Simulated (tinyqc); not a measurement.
## Polycrystalline film, grain-boundary barriers (Seto model): effect of the trap density at a boundary

One-dimensional grains of size Lg with donors N; each boundary has Qt acceptor-like traps per area at one level Et below the band edge. Trapped electrons qt deplete a width w = qt/N (both sides together) and raise a barrier Vb = q N w^2/(8 eps0 eps_r). Current crosses the barriers by thermionic emission at small bias. Abrupt depletion, full ionisation, Boltzmann statistics.

Partly depleted grains: the density at the grain centre is n0 = N and qt = Qt/(1 + 2 (Nc/N) exp((Vb - Et)/Vt)). If that gives qt >= N Lg, the grains are fully depleted: qt = N Lg, w = Lg and n0 = 2 Nc exp((Vb - Et)/Vt)/(Qt/(N Lg) - 1). Resistivity: barriers rb = Vt exp(Vb/Vt)/(q n0 vc Lg), grain interior rg = (1 - w/Lg)/(q mg N); effective mobility 1/(q N (rb + rg)).

Parameters, values chosen for the exercise; values close to those of polycrystalline silicon:
- T = 325 K (temperature)
- eps_r = 11.7 (relative permittivity of the semiconductor)
- Lg = 30 nm (grain size)
- N = 3.9e18 cm^-3 (donor density)
- mg = 270 cm^2/(V s) (mobility inside a grain)
- vc = 9.5e6 cm/s (collection velocity at the barrier)
- Nc = 3.16e19 cm^-3 (conduction-band density of states at T)
- Et = 0.47 eV (trap level below the band edge)

Constants: q = 1.602176634e-19 C, kB = 1.380649e-23 J/K, Vt = kB T/q, eps0 = 8.8541878128e-14 F/cm where lengths are in cm. Results are converted to the units shown.

The same in every row: n0 (cm^-3) = 3.9000e18.

Results:
```
Qt (cm^-2)      w/Lg     Vb (V)  resistivity (ohm cm)
6.5e11      0.055556  0.0020943             0.0072928
9.6e11      0.082051  0.0045684             0.0072923
1.4e12       0.11966  0.0097157             0.0074429
3.1e12       0.26496   0.047637              0.012973
4.5e12       0.38460    0.10037              0.060289
6.6e12       0.56308    0.21515                3.4141
9.8e12       0.71152    0.34353                334.02
```

Estimate the missing row, Qt = 2.1e12 cm^-2.

Computed row:
```
Qt (cm^-2)     w/Lg    Vb (V)  resistivity (ohm cm)
2.1e12      0.17949  0.021860             0.0082961
```

With this row back in the table: As Qt goes from 6.5e11 to 9.8e12 cm^-2, the barrier rises from 0.00209 to 0.344 V and the resistivity rises from 0.00729 to 334 ohm cm. The grains are fully depleted in 0 of the 8 rows. For Qt = 6.5e11 to 3.1e12 cm^-2 the barrier is under 2 Vt, where the depletion and emission pictures are rough.

Program tinyqc, `OMP_NUM_THREADS=1 python tinyqc.py 2610111 2610112 out.jsonl`; Intel Xeon 2.30GHz, shared host, one thread, about 0.01 s.
